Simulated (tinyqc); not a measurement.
MOS inversion layer, Poisson-Schroedinger loop: two steps of the calculation.

Electrons confined at an insulator interface at z = 0, treated as a hard wall; parabolic valleys, Hartree approximation, no image or exchange terms. The depletion charge lies far deeper than the electrons and gives a uniform field q Nd/(eps0 eps_r); the gate balances all charge. Energies are counted from the band edge at the interface.

Inputs (values chosen for the exercise); masses and permittivity close to those of silicon (100): relative permittivity eps_r = 11.7; mass along z of valley set A (2 valley(s)) mz1 = 0.908 m0; mass along z of valley set B (4 valley(s)) mz2 = 0.189 m0; sheet density of electrons Ns = 3e12 cm^-2; sheet density of depletion charge Nd = 6.2e11 cm^-2; extra shift of set B (strain) dE = 0.11 eV; mesh step hz = 0.86 nm.

Constants: q = 1.602176634e-19 C, hbar = 1.054571817e-34 J s, m0 = 9.1093837015e-31 kg, eps0 = 8.8541878128e-14 F/cm where lengths are in cm, hbar^2/(2 m0) = 0.0380998212 eV nm^2. Results are converted to the units shown.

Question 1. Levels and probability densities. Tridiagonal Hamiltonian with psi = 0 one step beyond both ends: H_ii = C (1/m_(i-1/2) + 1/m_(i+1/2))/hz^2 + V0_i + U_i (+ dE for the set B), H_(i,i+1) = -C/(m_(i+1/2) hz^2), C = hbar^2/(2 m0). The lowest 2 level(s) of each valley set are kept, normalised to hz sum |psi|^2 = 1. The mass is the same on all intervals.

| node | fixed potential V0 (eV) | self-consistent potential U at the start (eV) |
|---|---|---|
| 1 | 0.00824643 | 0 |
| 2 | 0.01649286 | 0 |
| 3 | 0.02473929 | 0 |
| 4 | 0.03298572 | 0 |
| 5 | 0.04123215 | 0 |
| 6 | 0.04947858 | 0 |
| 7 | 0.05772501 | 0 |
| 8 | 0.06597143 | 0 |
| 9 | 0.07421786 | 0 |
| 10 | 0.08246429 | 0 |
| 11 | 0.09071072 | 0 |
| 12 | 0.09895715 | 0 |
| 13 | 0.10720358 | 0 |
| 14 | 0.11545001 | 0 |
| 15 | 0.12369644 | 0 |
| 16 | 0.13194287 | 0 |
| 17 | 0.14018930 | 0 |
| 18 | 0.14843573 | 0 |
| 19 | 0.15668216 | 0 |

Find: levels; |psi|^2 of A1; |psi|^2 of A2; |psi|^2 of B1; |psi|^2 of B2.

Answer 1.

levels (eV): A1 0.03627, A2 0.06286, B1 0.17164, B2 0.21755

| node | \|psi\|^2 of A1 (1/nm) | \|psi\|^2 of A2 (1/nm) | \|psi\|^2 of B1 (1/nm) | \|psi\|^2 of B2 (1/nm) |
|---|---|---|---|---|
| 1 | 0.15061 | 0.13650 | 0.03385 | 0.03315 |
| 2 | 0.34158 | 0.14692 | 0.11016 | 0.08868 |
| 3 | 0.33295 | 0.00704 | 0.18050 | 0.09862 |
| 4 | 0.20454 | 0.07391 | 0.21186 | 0.05517 |
| 5 | 0.09077 | 0.23474 | 0.20009 | 0.00837 |
| 6 | 0.03120 | 0.26262 | 0.16068 | 0.00551 |
| 7 | 0.00867 | 0.17606 | 0.11323 | 0.05020 |
| 8 | 0.00200 | 0.08339 | 0.07145 | 0.11086 |
| 9 | 0.00039 | 0.03022 | 0.04095 | 0.15294 |
| 10 | 0.00007 | 0.00878 | 0.02154 | 0.16110 |
| 11 | 0.00001 | 0.00211 | 0.01048 | 0.14043 |
| 12 | 0.00000 | 0.00043 | 0.00474 | 0.10559 |
| 13 | 0.00000 | 0.00007 | 0.00201 | 0.07018 |
| 14 | 0.00000 | 0.00001 | 0.00080 | 0.04185 |
| 15 | 0.00000 | 0.00000 | 0.00030 | 0.02254 |
| 16 | 0.00000 | 0.00000 | 0.00010 | 0.01094 |
| 17 | 0.00000 | 0.00000 | 0.00003 | 0.00468 |
| 18 | 0.00000 | 0.00000 | 0.00001 | 0.00164 |
| 19 | 0.00000 | 0.00000 | 0.00000 | 0.00034 |

Question 2. Closed-form estimates. Triangular well: E_k = a_k (C F^2/mz)^(1/3), a_1 = 2.338107, a_2 = 4.087949, C = hbar^2/(2 m0), F in eV/nm. Fang-Howard (all electrons in the lowest level of set A): b^3 = 6 (mz1/C) q (Nd + 11 Ns/32)/(eps0 eps_r), centroid 3/b, level C b^2/(4 mz1) + (3/b) q (Nd + 11 Ns/16)/(eps0 eps_r). Use F = q (Nd + Ns)/(eps0 eps_r), the surface field, and F = q (Nd + Ns/2)/(eps0 eps_r).

Find: A1 with the surface field; A1 with Nd + Ns/2; A2 with Nd + Ns/2; b; Fang-Howard centroid; Fang-Howard level.

Answer 2.

A1 with the surface field = 0.1189 eV
A1 with Nd + Ns/2 = 0.08323 eV
A2 with Nd + Ns/2 = 0.1455 eV
b = 1.540 1/nm
Fang-Howard centroid = 1.948 nm
Fang-Howard level = 0.1057 eV

Numbers from tinyqc (`OMP_NUM_THREADS=1 python tinyqc.py 2160092 2160093 out.jsonl`; about 0.9 s on one thread of a shared Intel Xeon 2.30GHz).
